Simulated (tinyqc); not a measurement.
From results back to parameters: Koster-Slater impurity in an sp3s* host.

Problem. In the Koster-Slater model a defect shifts the s level of its site by Vs and the p levels by Vp; an A1 level solves 1/Vs = G_s(E) and a T2 level 1/Vp = G_p(E), E from the top of the valence band. A defect has an A1 level at E = 1.1673 eV, one of the energies of the table, and a T2 level at 1.1673 eV.

G(E) of the host (1/eV):
```
E (eV)         G_s         G_p
0.0000  -0.0264195   0.2390034
0.2918  -0.0360509   0.1621127
0.5837  -0.0475458   0.1246341
0.8755  -0.0619645   0.0976501
1.1673  -0.0811343   0.0759547
1.4591  -0.1087464   0.0572201
1.7510  -0.1539649   0.0399271
2.0428  -0.2503259   0.0224298
2.3346  -1.0293459  -0.0035941
```

Find: Vs, Vp.

Solution. Read G_s and G_p at the two energies and invert them. Vs is attractive and pulls its level down from the conduction bands. Vp is repulsive and pushes its level up from the valence bands.

Vs, Vp (eV): -12.3  13.2

Run: tinyqc, `OMP_NUM_THREADS=1 python tinyqc.py 1450073 1450074 out.jsonl`; Intel(R) Xeon(R) Processor @ 2.30GHz, one thread, shared host; about 0.04 s of CPU time with all checks.
